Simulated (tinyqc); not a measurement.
Special k points of the square lattice: one step. Irreducible points and weights.

Lattice vectors in units of a: a1 = (1, 0), a2 = (0, 1); reciprocal vectors b_i with a_i . b_j = 2 pi delta_ij. Mesh: k = sum_i f_i b_i with f_i = (2 j_i + shift)/(2 N), j_i = 0 .. N-1. The point group of the lattice has 8 operations; only those that map the mesh onto itself are used.

Values chosen for the exercise: N = 9 (points along each reciprocal vector); shift = 0 (half steps).

Question. Join points that an operation carries into one another (modulo reciprocal vectors); list each class by its first point in the order of (j1, j2, ...).

Give: Irreducible points; operations that keep the mesh; irreducible points.

Answer.

Irreducible points:
```
f1          f2  weight
0.0000  0.0000       1
0.0000  0.1111       4
0.0000  0.2222       4
0.0000  0.3333       4
0.0000  0.4444       4
0.1111  0.1111       4
0.1111  0.2222       8
0.1111  0.3333       8
0.1111  0.4444       8
0.2222  0.2222       4
0.2222  0.3333       8
0.2222  0.4444       8
0.3333  0.3333       4
0.3333  0.4444       8
0.4444  0.4444       4
```

operations that keep the mesh = 8
irreducible points = 15

The weights add up to 81 = N^2; symmetry saves a factor 5.4.

Computed by tinyqc, a small Python program: `OMP_NUM_THREADS=1 python tinyqc.py 1651595 1651596 out.jsonl` (the numbers bound the seed that draws the inputs); one thread of a shared host (Intel(R) Xeon(R) Processor @ 2.30GHz), about 0.08 s for the whole set of steps.
